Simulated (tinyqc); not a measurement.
Two-band model of a narrow-gap semiconductor with electrons and holes: one step, computed by the program tinyqc. Command: `OMP_NUM_THREADS=1 python tinyqc.py 3031631 3031632 out.jsonl bipolar walk`. One thread of a shared host (Intel(R) Xeon(R) Processor @ 2.30GHz), about 0.05 s of CPU time with the checks.

Two parabolic bands with acoustic scattering (r = -1/2, a = 0), a gap that does not change with T, and fully ionised dopants. Melting is ignored, so values above the melting point are formal, and kappa_L does not change with T. eta_n = (E_F - E_c)/(k_B T), eta_p = -eta_n - E_g/(k_B T).

Question. Each band alone. With x = E/(k_B T), a = alpha k_B T (0 for a parabolic band), G = x (1 + a x), D = 1 + 2 a x and <y> = int y f (1 - f) dx, f = 1/(1 + exp(x - eta)): tau = tau_0 G^r/D; transport function s = G^(3/2 + r)/D^2; n = N_0 <G^(3/2)> with N_0 = (2 m k_B T)^(3/2)/(3 pi^2 hbar^3). Integrals over x = E/(k_B T) use 160 Gauss-Legendre points in u = sqrt(x) from 0 to sqrt(max(eta, 0) + 32). sigma = e mu_0 N_0 <s> with mu_0 = e tau_0/m = mu_300 (T/300 K)^(-p); |S| = (k_B/e)(<x s>/<s> - eta); Lorenz number L = (k_B/e)^2 (<x^2 s>/<s> - (<x s>/<s>)^2); kappa_e = L sigma T; zT = S^2 sigma T/(kappa_L + kappa_e). Hall factor r_H = <x^(3/2)> <x^(1/2)>/<s>^2.

Inputs (values chosen for the exercise, for a model material):
```
quantity                              value        unit
electron mass m_n                       0.2         m_0
hole mass m_p                          0.35         m_0
electron mobility parameter mu_300,n    370  cm^2/(V s)
hole mobility parameter mu_300,p        450  cm^2/(V s)
temperature exponent p                  1.5           -
temperature T                           270           K
```

Doping: n-type.

eta_n = -1.415322

eta_p = -17.92554

Constants: e = 1.602176634e-19 C; m_0 = 9.1093837015e-31 kg; k_B = 1.380649e-23 J/K; hbar = 1.054571817e-34 J s; k_B = 8.617333262e-05 eV/K.

Give: Partial coefficients.

Answer.

Partial coefficients:
```
band       sigma (S/cm)  |S| (microvolt/K)  L (1e-8 V^2/K^2)  density (1/cm^3)  Hall factor
electrons         21.76              303.9             1.526         4.300e+17        1.163
holes         4.624e-06               1717             1.485         7.279e+10        1.178
```

The minority carriers have the larger |S|, since the Fermi level lies farther from their band; they carry 2.1e-05 % of the conductivity.
